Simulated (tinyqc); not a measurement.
Off-state leakage of single and stacked transistors: subthreshold current against the height of the stack.

n-channel devices of unit width. Subthreshold current I(Vg, Vs, Vd) = I0 (T/300 K)^0.5 exp[(Vg - Vs - VT(T) - gb (Vs - Vb) + dd (Vd - Vs))/(nf Vt)] (1 - exp(-(Vd - Vs)/Vt)), VT(T) = VT - cT (T - 300 K). Gate-edge tunnelling Ig (Vd/1 V) exp(ag (Vd - 1 V)), for a gate at 0 V, and band-to-band leakage Ab u exp(-Bb/u), u = Vd - Vb + 1 V, flow at a drain held at V; both are taken as independent of T. In a stack of off transistors (all gates at 0 V) the same subthreshold current passes through each.

All n gates at 0 V, bottom source at 0 V, top drain at V; node voltages follow from equal currents.

Values chosen for this exercise; values of the order met in bulk silicon logic transistors: temperature T = 300 K; supply voltage V = 0.9 V; threshold at 300 K, zero drain and body bias VT = 0.46 V; fall of the threshold with temperature cT = 0.8 mV/K; current at threshold at 300 K I0 = 0.7 uA/um; slope factor nf = 1.27; drain-induced lowering per volt dd = 0.13; rise of the threshold per volt of source-body bias gb = 0.24; body voltage Vb = -0.3 V.

Constants: q = 1.602176634e-19 C, kB = 1.380649e-23 J/K, Vt = kB T/q. Results are converted to the units shown.

Subthreshold current against the height of the stack:
```
n	I (nA/um)	reduction factor	drain voltage of the bottom device (mV)	source voltage of the top device (mV)	voltage across the top device (V)
1	0.0022676	1.0000	900.00	0	0.90000
2	8.3747e-5	27.077	79.053	79.053	0.82095
3	3.8189e-5	59.380	20.524	97.872	0.80213
4	2.4486e-5	92.609	11.692	108.52	0.79148
5	1.7967e-5	126.21	8.1615	115.94	0.78406
6	1.4172e-5	160.01	6.2629	121.63	0.77837
```

The second transistor cuts the current by a factor of 27.1, the third by a further 2.19 and the sixth by 1.27. The top device keeps 86.5 % of the supply at n = 6, while the drain voltage of the bottom one falls to 0.242 Vt.

Numbers from tinyqc (`OMP_NUM_THREADS=1 python tinyqc.py 2242001 2242002 out.jsonl`; about 0.03 s on one thread of a shared Intel Xeon 2.30GHz).
